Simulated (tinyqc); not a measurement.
Inside a calculation. Model: donor in an ellipsoidal valley (Kohn-Luttinger variational method). Computed by tinyqc, a small Python program that keeps every step. Command: `OMP_NUM_THREADS=1 python tinyqc.py 3003480 3003481 out.jsonl kohnlutt walk`. One thread of a shared host (Intel(R) Xeon(R) Processor @ 2.30GHz), about 0.03 s of CPU time with the checks. Intermediate numbers are printed to about 5 digits and carried at full precision; extremes and crossings named in words are read from the listed rows.

H = -(d^2/dx^2 + d^2/dy^2) - gamma d^2/dz^2 - 2/r in units built on m_t, with gamma = m_t/m_l and z along the valley axis. One valley; no valley-orbit or central-cell term.

Inputs (values chosen for the exercise, for a model semiconductor):

| quantity | value | unit |
|---|---|---|
| transverse mass m_t | 0.0929 | m_0 |
| longitudinal mass m_l | 1.73 | m_0 |
| dielectric constant eps | 10.8 | - |
| trial ratio b/a | 0.54 | - |
| observed depth chosen for 1s | 28.7 | meV |

Constants: Ry = 13.605693123 eV; a_0 = 0.529177210903 angstrom; h x 1 THz = 4.135667696 meV.

## Effective units

Ry* = Ry m_t/eps^2, a* = a_0 eps/m_t, gamma = m_t/m_l.

Ry* = 10.836 meV

a* = 61.519 angstrom

gamma = 0.053699

## Energy at a trial ratio

Trial function exp(-sqrt((x^2 + y^2)/a^2 + z^2/b^2)) with beta = b/a < 1: E = t/a^2 - u/a, t = (2 + gamma/beta^2)/3, u = 2 arcsin(sqrt(1 - beta^2))/sqrt(1 - beta^2); the best a is 2 t/u and E(beta) = -u^2/(4 t).

t = 0.72805

u = 2.3771

best a = 0.61256 a*

E(beta) = -1.9403 Ry*

## Minimum over the ratio

Golden-section search on beta from 0.05 to 0.999, 60 steps.

Search, first ten steps; c and d are the inner points:

| step | low | high | c | E(c) (Ry*) | d | E(d) (Ry*) |
|---|---|---|---|---|---|---|
| 1 | 0.05000 | 0.99900 | 0.41249 | -2.0489 | 0.63651 | -1.8348 |
| 2 | 0.05000 | 0.63651 | 0.27403 | -1.9979 | 0.41249 | -2.0489 |
| 3 | 0.27403 | 0.63651 | 0.41249 | -2.0489 | 0.49806 | -1.9824 |
| 4 | 0.27403 | 0.49806 | 0.35960 | -2.0644 | 0.41249 | -2.0489 |
| 5 | 0.27403 | 0.41249 | 0.32691 | -2.0564 | 0.35960 | -2.0644 |
| 6 | 0.32691 | 0.41249 | 0.35960 | -2.0644 | 0.37980 | -2.0619 |
| 7 | 0.32691 | 0.37980 | 0.34712 | -2.0633 | 0.35960 | -2.0644 |
| 8 | 0.34712 | 0.37980 | 0.35960 | -2.0644 | 0.36732 | -2.0640 |
| 9 | 0.34712 | 0.36732 | 0.35483 | -2.0642 | 0.35960 | -2.0644 |
| 10 | 0.35483 | 0.36732 | 0.35960 | -2.0644 | 0.36255 | -2.0643 |

best beta = 0.35968

radius a of the 1s trial function = 38.417 angstrom

radius b of the 1s trial function = 13.818 angstrom

1s binding energy, trial function = 22.371 meV

The envelope is flattened along the heavy axis; beta is close to gamma^(1/3) = 0.377.

## Levels from a Gaussian basis

Gaussian basis: g = P exp(-al (x^2 + y^2) - be z^2) with P = 1 (s-like), z (2p0) or x (2p+-); al = 0.004 x 2.6^k, k = 0..11, and be/al = 1, gamma^(-1/2) or 1/gamma (36 functions); 1/r = (2/sqrt(pi)) int exp(-t^2 r^2) dt by 48 Gauss-Legendre points after t = sqrt(al_i + al_j) tan(theta); overlap eigenvalues below 1e-10 are dropped.

1s binding energy, Gaussian basis = 22.489 meV

2p0 binding energy = 10.825 meV

2p+- binding energy = 3.9709 meV

The two-parameter trial function recovers 99.47 % of the 1s binding of the larger basis. 2p0, with its lobes along the heavy axis, is bound 2.73 times as strongly as 2p+-.

## Optical lines and the chemical shift

With an observed depth of 1s, the lines are 1s -> 2p0 = depth - E(2p0) and 1s -> 2p+- = depth - E(2p+-); the chemical shift is depth - E(1s, Gaussian basis); 1 meV = 1 THz/4.135667696.

line 1s -> 2p0 = 17.875 meV

line 1s -> 2p+- = 24.729 meV

chemical shift = 6.2106 meV

frequency of the line 1s -> 2p+- = 5.9795 THz

The spacing of the two lines, 6.854 meV, does not depend on the depth, so it is the same for every donor in this host.

## Which single mass stands for the valley

A hydrogenic level is Ry m/eps^2 for one mass m; errors are against the Gaussian basis.

1s binding energy:

| rule | mass (m_0) | binding (meV) | error (%) |
|---|---|---|---|
| transverse mass | 0.0929 | 10.84 | -51.81 |
| conductivity mass 3/(2/m_t + 1/m_l) | 0.1357 | 15.83 | -29.61 |
| density-of-states mass (m_t^2 m_l)^(1/3) | 0.2462 | 28.72 | 27.72 |
| longitudinal mass | 1.7300 | 201.80 | 797.31 |
| trial function with a and b | - | 22.37 | -0.53 |
| mass that fits 1s | 0.1928 | 22.49 | 0.00 |

The conductivity mass, which is what a spherical trial function (a = b) gives, falls short by 29.6 %, as a restricted variational bound must; the density-of-states mass is off by +27.7 %. The mass that fits lies between the two.

## Levels against anisotropy

The trial energy is minimised over beta by golden section from 0.05 to 0.999, 60 steps.

Binding energies (Ry*):

| gamma | 1s, trial | 1s, Gaussians | 2p0 | 2p+- |
|---|---|---|---|---|
| 0.013 | 2.5289 | 2.5571 | 1.5247 | 0.39808 |
| 0.027 | 2.3001 | 2.3188 | 1.2491 | 0.38367 |
| 0.054 | 2.0624 | 2.0733 | 0.9969 | 0.36628 |
| 0.081 | 1.9162 | 1.9235 | 0.8587 | 0.35429 |
| 0.150 | 1.6877 | 1.6911 | 0.6672 | 0.33338 |
| 0.380 | 1.3410 | 1.3416 | 0.4289 | 0.29578 |
| 0.750 | 1.0978 | 1.0978 | 0.2960 | 0.26418 |

As gamma falls from 0.75 to 0.013, 1s deepens from 1.098 to 2.557 Ry*, on the way from the hydrogen value 1 to the two-dimensional limit 4; 2p+- moves from 0.264 to 0.398 (limits 1/4 and 4/9), while 2p0 climbs from 0.296 to 1.525 and joins 1s as gamma tends to 0.

Checks made by the program: the Gaussian basis at gamma = 1 against 1, 1/4 and 1/4 Ry* (relative difference 3e-05); trial function against Gaussian basis (relative difference 5e-03).
